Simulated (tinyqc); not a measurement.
Worked calculation: nanosheet or nanowire with hard walls, valleys of the Ge type. Values are carried at full precision from step to step, so a last printed digit may differ when a step is redone from the rounded ones.

Four ellipsoidal valleys along <111>: inverse mass tensor w = 1/mt + (1/ml - 1/mt) a a^T with a the unit axis. Device axes: x along the channel, z = [001], y = z x x. The Gamma and Delta valleys are left out; the heavy Delta valleys, about 0.18 eV up, lie lowest once the L levels pass about 0.2 eV.

Constants: hbar^2/2m0 = 3.80998211 eV angstrom^2; hbar = 6.58211957e-16 eV s; e^2/h = 3.874045865e-05 S; kB = 8.617333262e-05 eV/K.

Values chosen for the exercise (near those of Ge; shifted at random, so the results belong to these values and not to a real crystal): ml = 1.574 m0 (longitudinal mass); mt = 0.084 m0 (transverse mass); channel = 110 (transport direction x on a (001) wafer); W = 55 angstrom (width, along y); H = 70 angstrom (height, along z = [001]); dE = 0.106 eV (EF above the lowest subband edge); T = 300 K (temperature); g_all = 4 (number of valleys).

## Valley masses for a [110] channel

Rotate w into the device axes and group equal valleys (|w_yz| counts); order by w_zz, then w_yy. 1/m_x = w_xx - w_xc w_c^-1 w_cx with c the block (y, z).

Valleys:
```
group  valleys g     w_yy    w_zz  |w_yz|  m_x (m0)
A              2   4.3918  8.1483  5.3125    0.0840
B              2  11.9048  8.1483  0.0000    1.0773
```

The lightest transport mass, 0.084 m0, belongs to group A.

## One-dimensional subbands

Hard walls around a W x H rectangle. The block w_c of w in (y, z) confines; the transport mass follows from 1/m_x = w_xx - w_xc w_c^-1 w_cx. The cross-section problem c (w_yy ky^2 + 2 w_yz ky kz + w_zz kz^2), c = hbar^2/2m0, is solved in products sin(n pi y/W) sin(l pi z/H), n, l = 1 to 12; if w_yz = 0 the levels are c pi^2 (w_yy n^2/W^2 + w_zz l^2/H^2). The w_yz term couples (n, l) to (n', l') by -2 c w_yz D_nn'(W) D_ll'(H) with D_nm(L) = 4 n m/(L (n^2 - m^2)) for n + m odd and 0 otherwise.

The ten lowest levels of all groups together, numbered within each group.

Subbands:
```
label  valleys g  m_x (m0)  E (eV)
A1             2    0.0840  0.0908
A2             2    0.0840  0.1478
A3             2    0.0840  0.2054
B1             2    1.0773  0.2105
A4             2    0.0840  0.2693
A5             2    0.0840  0.3051
A6             2    0.0840  0.3392
B2             2    1.0773  0.3981
A7             2    0.0840  0.4162
A8             2    0.0840  0.4216
```

The lowest subband is A1; the number of further ones in the list within kB T = 25.9 meV of it at 300 K is 0.

## Modes, density and velocity at zero temperature

With EF = E_lowest + dE, each subband below EF has k_F = sqrt(m_x (EF - E)/c), carries n = 2 g k_F/pi electrons per length (spin included), moves at v = 2 c k_F/(hbar m_x) and adds 2 g e^2/h to the ballistic conductance; c = hbar^2/2m0, 1 angstrom/s = 1e-8 cm/s.

Occupied subbands:
```
label  k_F (1/angstrom)  n (1/nm)  v (1e7 cm/s)
A1               0.0483     0.616          6.66
A2               0.0328     0.418          4.53
```

total n = 1.034 1/nm
ballistic conductance = 309.9 microsiemens

EF lies below the last listed level, so the count is complete for these valleys (other families, and non-parabolicity above about 0.2 eV, are left out): 2 subbands with 4 valley modes. The Fermi velocity, averaged with the densities as weights, is 5.80 x 1e7 cm/s; the mean over all filled states moving one way is half of it.

## Threshold shift from confinement

Without degeneracy the line density is N1 exp((EF - Ec)/kB T) with N1 = sum 2 g sqrt(m_x kB T/(4 pi c)) exp(-E/kB T), here over n, l up to 80 where w_yz = 0 and over all levels of a 12 x 12 sine basis otherwise; the classical value is W H Nc with Nc = 2 g_all (m_dos kB T/(4 pi c))^(3/2), m_dos = (ml mt^2)^(1/3); dVt = kB T ln(W H Nc/N1).

Form N1, W H Nc and dVt.

N1 = 0.009322 1/nm
W H Nc = 0.4073 1/nm
dVt = 97.6 mV

## Checks

- Lowest level of group A on a 40 x 40 difference grid against the sine basis, eV: both 0.091.

Computed by tinyqc, a small Python program: `OMP_NUM_THREADS=1 python tinyqc.py 1252632 1252633 out.jsonl` (the numbers bound the seed that draws the inputs); one thread of a shared host (Intel(R) Xeon(R) Processor @ 2.30GHz), about 0.2 s for the whole set of steps.
